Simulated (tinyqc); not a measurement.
Minimum-mode following (dimer method) and harmonic rate on a two-dimensional model surface: one step, computed by the program tinyqc. Command: `OMP_NUM_THREADS=1 python tinyqc.py 3018873 3018874 out.jsonl dimer walk`. One thread of a shared host (Intel(R) Xeon(R) Processor @ 2.30GHz), about 0.01 s of CPU time with the checks.

V(x, y) = -A (cos kx + cos ky) - B cos kx cos ky + (C sin ky + S sin kx)(1 - cos kx), k = 2 pi/a; the atom hops from the minimum at (0, 0) to that at (a, 0).

Problem. Dimer step 1. Dimer at R with unit axis N = (cos phi, sin phi) and normal T = (-sin phi, cos phi). Gradients g at R +/- delta N and at R +/- delta T give H N and H T by central differences, (g+ - g-)/(2 delta). With C_N = N.H N, C_T = T.H T and b = T.H N, rotate by theta = (1/2) atan2(-2b, C_T - C_N), the angle of least curvature C = (C_N + C_T)/2 - sqrt((C_N - C_T)^2/4 + b^2). Translate along F = -g + 2 (g.N) N if C < 0, else along F = (g.N) N, with the new axis: R(new) = R + eta F, the move limited to 0.2 angstrom.

Inputs (values chosen for the exercise, for a model surface):

| quantity | value | unit |
|---|---|---|
| amplitude A | 0.4 | eV |
| amplitude B | -0.051 | eV |
| skew C | 0.081 | eV |
| asymmetry S | -0.057 | eV |
| period a | 3.5 | angstrom |
| half length delta | 0.005 | angstrom |
| step factor eta | 0.24 | angstrom^2/eV |

Surface: adatom on a square lattice.

R at the start (angstrom): 1.097169  -0.184570

phi at the start = -45 degrees

Give: C_N, C_T, b; rotation theta; phi after step 1; least curvature C; gradient g; effective force F; R after step 1.

Solution.

C_N, C_T, b (eV/angstrom^2): 0.533  0.889  -0.686

rotation theta = 37.7 degrees

phi after step 1 = -7.28 degrees

least curvature C = 0.00218 eV/angstrom^2

gradient g (eV/angstrom): 0.507  -0.054

effective force F (eV/angstrom): 0.505  -0.065

R after step 1 (angstrom): 1.22  -0.20

The curvature is still positive, so the dimer climbs along its axis to leave the convex region.
